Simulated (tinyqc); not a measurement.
# Changing the heat of formation of MSi2

Model: thermodynamics of metal silicides: hull, first phase, silicon consumed, nucleation and stability against SiO2. Computed by tinyqc, a small Python program. Command: `OMP_NUM_THREADS=1 python tinyqc.py 3023046 3023047 out.jsonl silphase sweep`. One thread of a shared host (Intel(R) Xeon(R) Processor @ 2.30GHz), about 0.01 s of CPU time with the checks.

Entropies of formation of the solids are neglected, so heats stand for free energies. Si fractions: M2Si 0.3333, MSi 0.5000, MSi2 0.6667.

Inputs (values chosen for the exercise, for a model metal): heat of formation of MSi = -45.7 kJ/mol atoms; change of interface energy gamma = 0.27 J/m^2; temperature T = 725 K.

Phases: M2Si, MSi, MSi2.

volumes of the three phases per mole of M (cm^3/mol): 9.8  14.7  24

Constants: e = 1.602176634e-19 C; k_B = 8.617333262e-05 eV/K.

Method. Where free silicon remains, MSi + Si -> MSi2 gains dH = 3 H(MSi2) - 2 H(MSi) per mole of M; per volume dG = |dH|/V(MSi2); r* = 2 gamma/dG, W* = 16 pi gamma^3/(3 dG^2). For comparison the same with MSi forming from the elements, 2 |H(MSi)|/V(MSi).

One run for each value; columns: (1) heat of formation of MSi2 (kJ/mol atoms); (2) dH of the reaction (kJ/mol M); (3) barrier W* (eV); (4) critical radius (nm); (5) W*/(k_B T):
```
(1)      (2)   (3)    (4)    (5)
-36.1  -16.9     4   0.77     66
-35.4  -14.8     5   0.88     87
-34.8  -13.0     7   1.00    112
-34.1  -10.9    10   1.19    160
-33.5   -9.1    14   1.42    229
-32.8   -7.0    24   1.85    387
-32.2   -5.2    44   2.49    702
-31.5   -3.1   123   4.18   1975
-30.8   -1.0  1186  12.96  18978
```

Over the rows, dH of the reaction (kJ/mol M) rises from -16.9 to -1.00; barrier W* (eV) rises from 4.15 to 1190; critical radius (nm) rises from 0.767 to 13.0. The driving force vanishes at H(MSi2) = (2/3) H(MSi) = -30.5 kJ/mol, where the barrier diverges as 1/dH^2; small changes by alloying therefore shift the formation temperature much.
